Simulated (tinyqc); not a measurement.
Tersoff bond-order potential: one step, computed by the program tinyqc. Command: `OMP_NUM_THREADS=1 python tinyqc.py 3020932 3020933 out.jsonl tersoff walk`. One thread of a shared host (Intel(R) Xeon(R) Processor @ 2.30GHz), about 0.01 s of CPU time with the checks.

E = (1/2) sum_(i, j != i) [A exp(-lambda r_ij) - b_ij B exp(-mu r_ij)], b_ij = (1 + (beta zeta_ij)^n)^(-1/(2n)), zeta_ij = sum_(k != i, j) g(theta_ijk), g = 1 + c^2/d^2 - c^2/(d^2 + (h - cos theta)^2), with theta at atom i. Only nearest neighbours count (cut-off function 1 for them, 0 beyond).

Question. The diamond lattice. zeta = 3 g(cos theta = -1/3). With z equal bonds of order b, r = ln(lambda A/(mu b B))/(lambda - mu) and E per atom = -(z/2) b B exp(-mu r)(1 - mu/lambda). a0 = 4 r/sqrt3; B0 = phi''(r)/(3 a0) with phi'' = mu (lambda - mu) b B exp(-mu r), since b does not change under uniform scaling.

Inputs (values chosen for the exercise, modelled on carbon):
```
quantity     value        unit
A           1408.1          eV
B           339.89          eV
lambda      3.4879  1/angstrom
mu          2.2119  1/angstrom
beta      1.65e-07           -
n           0.7229           -
c            38510           -
d            4.349           -
h           -0.578           -
```

Constants: 1 eV/angstrom^3 = 160.2176634 GPa.

Give: zeta; bond order b; bond length; energy per atom of the diamond lattice; lattice constant a0; bulk modulus B0.

Answer.

zeta = 7.4215e+05

bond order b = 0.87193

bond length = 1.5783 angstrom

energy per atom of the diamond lattice = -6.6074 eV

lattice constant a0 = 3.6448 angstrom

bulk modulus B0 = 373.46 GPa
